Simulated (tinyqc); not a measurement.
Hot electrons in a saturated n-channel MOSFET, lucky-electron model: two steps of the calculation.

Beyond pinch-off the lateral field grows as Esat cosh(y/l) over the velocity-saturated region (pseudo-two-dimensional model). Impact ionisation in this region gives the substrate current, which biases the body forward through Rsub. Currents are per width. Local-field laws: they overstate ionisation when the field peak is narrower than an energy relaxation length.

Values chosen for this exercise; values close to those of silicon n-channel devices: channel length L = 1.2 um; oxide thickness tox = 30 nm; junction depth xj = 350 nm; effective mobility mu = 410 cm^2/(V s); saturation velocity vs = 9.9e6 cm/s; hot-electron mean free path lm = 9.5 nm; oxide barrier pb = 3.2 V; prefactor of the gate current Cg = 0.0025; lifetime exponent m = 3.1; lifetime constant Hl = 950 s uA/um.

Constants: eps0 = 8.8541878128e-14 F/cm where lengths are in cm. Results are converted to the units shown.

Task 1. Length and field scales. Cox = 3.9 eps0/tox, l = sqrt(3 tox xj), Esat = 2 vs/mu.

Give: Cox; l; Esat; Esat L.

Result 1.

Cox = 0.11510 uF/cm^2
l = 177.48 nm
Esat = 0.048293 MV/cm
Esat L = 5.7951 V

Task 2. Gate current, lifetime and channel shortening. Ig = Cg Id exp(-pb/(lm Em)); lifetime tau = (Hl/Id)(Isub/Id)^(-m); length of the saturated region dL = l ln[(dV/l + Em)/Esat]. 1 year = 3.15576e7 s.

Id = 45.325960 uA/um
dV = 3.5495359 V
Em = 0.20574173 MV/cm
Isub = 0.045042887 uA/um
l = 177.48239 nm
Esat = 0.048292683 MV/cm

Give: Isub/Id; Ig; tau; dL.

Result 2.

Isub/Id = 9.9375e-4
Ig = 0.0087898 pA/um
tau = 1351.2 years
dL = 377.76 nm

The lifetime exceeds ten years.

Computed by the program tinyqc: `OMP_NUM_THREADS=1 python tinyqc.py 2550085 2550086 out.jsonl`, one thread of a shared Intel Xeon 2.30GHz, about 0.01 s for the whole run.
